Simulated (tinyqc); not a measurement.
Inside a calculation: phonon-assisted absorption at an indirect gap. Values are carried at full precision from step to step, so a last printed digit may differ when a step is redone from the rounded ones.

alpha(E) = sum_j A_j [N_j (E - Eg + w_j)^2 + (N_j + 1)(E - Eg - w_j)^2], each bracket counted only where its base is positive; N_j = 1/(exp(w_j/kB T) - 1). The first term absorbs a phonon and the second emits one; excitons and direct transitions are left out.

Constants: kB = 8.617333262e-05 eV/K.

Inputs chosen for the exercise (loosely those of Si at room temperature; Eg is not tied to T; not measured data): Eg = 1.116 eV (indirect gap, held fixed unless listed); w = (56.9, 18.5) meV (two zone-edge phonons); A = (3800, 310) 1/(cm eV^2) (their strengths); T = 500 K; E = 1.445 eV (photon energy); nr = 3.67 (refractive index); d = 17 micrometre (thickness); xj = 0.24 micrometre (dead layer at the surface); W = 0.58 micrometre (depleted width); L = 200 micrometre (minority diffusion length below it).

## The four branches at one energy

Evaluate the occupations and each term.

N_j: 0.3642  1.865

terms with phonon absorption (1/cm): 206.1  69.80

terms with phonon emission (1/cm): 383.8  85.62

alpha = 745.3 1/cm
wavelength hc/E (hc = 1239.841984 eV nm) = 858.0 nm

Phonon absorption supplies 37.0 % of alpha; the depth 1/alpha is 13.4 micrometre.

## What a slab does with it

Slab of thickness d in air, incoherent passes: R = ((nr - 1)/(nr + 1))^2, x = exp(-alpha d); transmitted Tr = (1 - R)^2 x/(1 - R^2 x^2), reflected Rt = R + (1 - R)^2 R x^2/(1 - R^2 x^2), absorbed Ab = (1 - R)(1 - x)/(1 - R x).

d in cm is 1e-4 times the value in micrometres.

R = 0.3269
x = 0.2817
Tr = 0.1287
Rt = 0.3387
Ab = 0.5326

A single pass would absorb (1 - R)(1 - x) = 0.4835; the back face adds 0.0490.

## Quantum efficiency of a diode

Photodiode (Gaertner form with a dead layer): QE = (1 - R) exp(-alpha xj) [1 - exp(-alpha W)/(1 + alpha L)], R = ((nr - 1)/(nr + 1))^2; responsivity = QE/E in A/W for E in eV.

Evaluate the factors; 1 micrometre = 1e-4 cm.

passes the dead layer = 0.9823
collected share = 0.9398
QE = 0.6214
responsivity = 0.4300 A/W

Without diffusion from below the collected share would be 0.0423.

## Checks

- Tr + Rt + Ab against 1: both 1.000000.

(tinyqc, `OMP_NUM_THREADS=1 python tinyqc.py 1651113 1651114 out.jsonl`, Intel(R) Xeon(R) Processor @ 2.30GHz, 1 thread, shared host, about 0.01 s.)
